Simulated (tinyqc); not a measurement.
Inside a calculation. Method: plane-wave Kohn-Sham cycle with exchange-only LDA in a layered model solid. One step of it, computed by the program tinyqc.

Problem. Iteration 2: levels at that k. Diagonalise the Hermitian matrix.

H (hartree):
```
           -3         -2         -1         +0         +1         +2         +3
-3   0.647048   0.344634  -0.047423   0.019349   0.006819   0.003196   0.000843
-2   0.344634   0.154708   0.344634  -0.047423   0.019349   0.006819   0.003196
-1  -0.047423   0.344634  -0.130331   0.344634  -0.047423   0.019349   0.006819
+0   0.019349  -0.047423   0.344634  -0.208069   0.344634  -0.047423   0.019349
+1   0.006819   0.019349  -0.047423   0.344634  -0.078505   0.344634  -0.047423
+2   0.003196   0.006819   0.019349  -0.047423   0.344634   0.258359   0.344634
+3   0.000843   0.003196   0.006819   0.019349  -0.047423   0.344634   0.802524
```

Give: eigenvalues.

Solution.

eigenvalues (hartree): -0.7817  -0.3372  0.0185  0.2918  0.4282  0.8420  0.9840
